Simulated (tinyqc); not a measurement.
Resistance of a source-drain extension with a graded tip: two steps of the calculation.

y runs along the channel, the gate covers y > 0. The doping is N0 for y < y0 and N0 10^(-(y - y0)/la) beyond, uniform over the depth xj. Sheet conductance s(y) = q mu(N) max(N - Nch, 0) xj + (for y > 0) ma Cox Vo, with mu(N) = u0 + (u1 - u0)/(1 + (N/Nr)^au) and Cox = eps0 eox/tox. Current is taken as one-dimensional; depletion of the tip, spreading and the contact are left out. The metallurgical junction lies at yj, where N = Nch.

Parameters, values chosen for the exercise; mobility law close to that of electrons in silicon:
```
symbol   value        unit                                                                 meaning
eox        3.9              relative permittivity of the gate insulator (close to silicon dioxide)
tox        3.1          nm                                                     insulator thickness
N0      2.1e20       cm^-3                        active doping of the extension far from the gate
la         4.6   nm/decade                                                      lateral abruptness
y0         3.6          nm          position under the gate where the fall begins (gate edge at 0)
xj          11          nm                                                  depth of the extension
Nch     3.2e18       cm^-3                                                          channel doping
Vo        0.64           V                                                          gate overdrive
ma         130  cm^2/(V s)                                      mobility of the gate-induced layer
u1        1414  cm^2/(V s)                                                  mobility at low doping
u0        68.5  cm^2/(V s)                                                 mobility at high doping
Nr      9.2e16       cm^-3                                                        reference doping
au       0.711                                                                            exponent
Lg          45          nm                                                             gate length
```

Constants: q = 1.602176634e-19 C, eps0 = 8.8541878128e-14 F/cm where lengths are in cm. Results are converted to the units shown.

Task 1. Sheet resistances and junction position. yj = y0 + la log10(N0/Nch); sheet resistance of the full extension 1/[q mu(N0)(N0 - Nch) xj] and of the gate-induced layer 1/(ma Cox Vo); metallurgical length Lg - 2 yj; ye is where the doped and the gate-induced conductances are equal.

Give: yj; sheet resistance of the extension; sheet resistance of the induced layer; metallurgical length; ye; N at ye.

Result 1.

yj = 11.96 nm
sheet resistance of the extension = 370.8 ohm/square
sheet resistance of the induced layer = 1.079e4 ohm/square
metallurgical length = 21.08 nm
ye = 10.29 nm
N at ye = 7.391e18 cm^-3

The gate takes over 1.67 nm before the junction, where N is still 2.31 times the channel doping.

Task 2. Resistance of the overlapped part. Midpoint rule on 12 equal steps from 0 to yj: R_ov = sum h/s(y), per width.

Give: y; N; doped conductance; sheet resistance; R_ov.

Result 2.

```
point,y (nm),N (cm^-3),doped conductance (uS),sheet resistance (ohm/square)
0,0.4983,2.100e20,2697,358.5
1,1.495,2.100e20,2697,358.5
2,2.491,2.100e20,2697,358.5
3,3.488,2.100e20,2697,358.5
4,4.484,1.349e20,1764,538.6
5,5.481,8.190e19,1098,839.7
6,6.478,4.974e19,686.2,1284
7,7.474,3.020e19,428.4,1919
8,8.471,1.834e19,264.1,2803
9,9.467,1.114e19,156.0,4021
10,10.46,6.763e18,81.01,5757
11,11.46,4.106e18,24.47,8536
```

R_ov = 27.04 ohm um

tinyqc, about 0.04 s, one thread, Intel Xeon 2.30GHz (shared host): `OMP_NUM_THREADS=1 python tinyqc.py 2282016 2282017 out.jsonl`
